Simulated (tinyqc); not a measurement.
Voltage drop against the pad pitch.

A grid of 13 by 13 nodes with segments Rx (rows) and Ry (columns); every node draws I1 and the central node kh I1; pads with resistance Rp sit at the nodes whose row and column are multiples of the pitch, counting from 0. The drops u = Vdd - V follow from G u = i, with G the conductance matrix and i the load currents, solved directly.

Inputs (values chosen for the exercise):
```
symbol,value,unit,meaning
Vdd,0.8,V,supply voltage
Rx,0.29,ohm,resistance of a horizontal segment
Ry,0.24,ohm,resistance of a vertical segment
Rp,0.16,ohm,resistance from a pad node to the supply
kh,3,,factor on the load at the hot node
I1,0.085,mA,load current of a node in the large grid
```

Voltage drop against the pad pitch:
```
pitch (nodes)	pads	worst drop (mV)	mean drop (mV)	largest drop at a pad (mV)	largest pad current (mA)	worst drop over Vdd (%)
1	169	0.02296	0.01376	0.02296	0.1435	0.002871
2	49	0.07834	0.06098	0.06467	0.4042	0.009792
3	25	0.1672	0.1356	0.1245	0.7779	0.02090
4	16	0.3070	0.2346	0.1807	1.130	0.03837
6	9	0.5526	0.4847	0.3597	2.248	0.06907
12	4	1.793	1.558	0.5814	3.634	0.2241
```

What does the table show?

The worst drop goes from 0.0230 to 1.79 mV while the number of pads falls from 169 to 4; between the last two rows it goes as pitch^(1.70). The largest drop at a pad is 100 % of the worst drop in the first row and 32.4 % in the last; the rest falls along the wires.

Computed by the program tinyqc: `OMP_NUM_THREADS=1 python tinyqc.py 2770177 2770178 out.jsonl`, one thread of a shared Intel Xeon 2.30GHz, about 0.06 s for the whole run.
